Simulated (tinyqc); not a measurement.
Order-disorder in a binary alloy on two sublattices: Bragg-Williams and pair (quasi-chemical) approximations: one step, computed by the program tinyqc.

All z = 8 neighbours of a site lie on the other sublattice. B fills the sublattices with x + eta/2 and x - eta/2; energies are per site, from the pure components: u = -z w y with y the probability of an A-B bond taken in one order.

Question. Energy, entropy and site fractions. a = x + eta/2, b = x - eta/2; u = -z w [x (1 - x) + eta^2/4]; s/k_B = [s2(a) + s2(b)]/2, s2(c) = -c ln c - (1 - c) ln(1 - c); gain on ordering = f(eta) - f(0), f = u - T s. Superlattice over fundamental intensity = [eta (f_B - f_A)/2]^2/[(1 - x) f_A + x f_B]^2.

Inputs (values chosen for the exercise, for a model alloy): ordering energy w = (e_AA + e_BB)/2 - e_AB = 18.6 meV; fraction x of B = 0.5; temperature T = 482 K.

Lattice: bcc (B2 order, z = 8).

scattering factors f_A, f_B (electrons): 12  57

order parameter eta = 0.9313138

Constants: k_B = 8.617333262e-05 eV/K.

Give: B fraction on its own sublattice; B fraction on the A sublattice; energy u; entropy s; gain on ordering; intensity ratio.

Answer.

B fraction on its own sublattice = 0.96566

B fraction on the A sublattice = 0.034343

energy u = -69.465 meV/site

entropy s = 0.14953 k_B/site

gain on ordering = -9.6858 meV/site

intensity ratio = 0.36891

The antisite fraction is 0.0343; the dilute estimate exp(-z w/(k_B T)) gives 0.0278.
